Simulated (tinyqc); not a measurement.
Junction field-effect transistor with two gates, gradual channel with velocity saturation: two steps of the calculation.

A uniformly doped n-type channel, depleted from both sides by p+ gates; at channel potential V the depleted share of a is u = sqrt((Vbi - Vg + V)/Vp), s at the source. Electrons drift with v = mu E/(1 + mu E/vsat). Abrupt depletion edge, no series resistance, source at 0.

Values chosen for this exercise: gate voltage Vg = -1.5 V; drain voltage Vd = 0.48 V.

Task 1. Current below saturation. u = sqrt((Vbi - Vg + Vd)/Vp). I = (G0 Vp/3) F/(1 + Z (u^2 - s^2)), F = 3 (u^2 - s^2) - 2 (u^3 - s^3), with u at V = Vd; Z = 0 gives constant mobility, for which u stops at 1.

Vbi = 1.3341443 V
Vp = 3.6484828 V
G0 = 32.357559 mS
Z = 2.8666651
s = 0.88136303

Give: u; F; I for Z = 0; I.

Result 1.

u = 0.9531
F = 0.03249
I for Z = 0 = 1.278 mA
I = 0.9283 mA

The falling mobility lowers the current by 27.4 %.

Task 2. Saturation voltage, current and transconductance. Vdsat = Vp (um^2 - s^2); Isat = (G0 Vp/Z)(1 - um), which is 2 q Nd vsat a W (1 - um); gm = G0 (um - s)/(1 + Z (um^2 - s^2)). For Z = 0: Vdsat = Vp (1 - s^2), Isat = (G0 Vp/3)(1 - 3 s^2 + 2 s^3), gm = G0 (1 - s).

um = 0.97637324
Vp = 3.6484828 V
G0 = 32.357559 mS
Z = 2.8666651
s = 0.88136303

Give: Vdsat; Isat; gm; Vdsat for Z = 0; Isat for Z = 0; gm for Z = 0.

Result 2.

Vdsat = 0.64397 V
Isat = 0.97301 mA
gm = 2.0414 mS
Vdsat for Z = 0 = 0.81434 V
Isat for Z = 0 = 1.5302 mA
gm for Z = 0 = 3.8388 mS

The current saturates with 2.36 % of the channel still open at the drain, at 0.636 of the constant-mobility current.

tinyqc, about 0.05 s, one thread, Intel Xeon 2.30GHz (shared host): `OMP_NUM_THREADS=1 python tinyqc.py 2500068 2500069 out.jsonl`
